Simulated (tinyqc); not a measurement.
Permittivity and interface capacitance from two thicknesses.

Inverse problem. 1/C = t/(eps0 ek) + 2/ci for planar capacitors that differ only in thickness. Find ek, ci and the EOT of the interfaces, 2 x 3.9 eps0/ci.

Constants: eps0 = 8.8541878128e-14 F/cm where lengths are in cm. Results are converted to the units shown.

C at t = 7.8 and 23 nm (uF/cm^2): 9.7500268  3.3496983

Solution. 1/C is a straight line in t: the slope gives ek and the intercept 2/ci. A single thickness would give only the effective permittivity; when the interfaces are a small part of 1/C, ci needs very accurate data.

ek = 87.60
ci = 1000 uF/cm^2
EOT of the interfaces = 0.006906 nm

Computed by the program tinyqc: `OMP_NUM_THREADS=1 python tinyqc.py 2102017 2102018 out.jsonl`, one thread of a shared Intel Xeon 2.30GHz, about 0.01 s for the whole run.
